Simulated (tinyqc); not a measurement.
Narrowing from the saturation current.

Problem. A uniform n-type emitter has J0 = (q p0 D/L)(s + tanh(W/L))/(1 + s tanh(W/L)), D = mup Vt, s = S L/D, and p0 = (ni^2/N) exp(dE_app/kB T), where dE_app = dEg + kB T ln[(N/Nc) exp(-eta)]. Find p0, dE_app and dEg.

Values chosen for this exercise; band and dielectric values close to those of silicon:

| symbol | value | unit | meaning |
|---|---|---|---|
| T | 250 | K | temperature |
| Nc | 2.11e19 | cm^-3 | conduction-band density of states at 250 K |
| N | 7.4e18 | cm^-3 | ionised donor density |
| mup | 200 | cm^2/(V s) | minority-hole mobility |
| W | 1200 | nm | emitter width |
| S | 2.9e5 | cm/s | recombination velocity at the contact |

Constants: q = 1.602176634e-19 C, kB = 1.380649e-23 J/K, Vt = kB T/q. Results are converted to the units shown.

J0 = 0.061369288 fA/cm^2
L = 3982.5007 nm
ni = 6.6699511e7 cm^-3
converged eta = -0.92440053

Answer. J0 gives p0, its ratio to ni^2/N gives dE_app, and the degeneracy term is taken off.

p0 = 0.0116 cm^-3
dE_app = 63.7 meV
dEg = 66.3 meV

Computed by the program tinyqc: `OMP_NUM_THREADS=1 python tinyqc.py 2330071 2330072 out.jsonl`, one thread of a shared Intel Xeon 2.30GHz, about 0.01 s for the whole run.
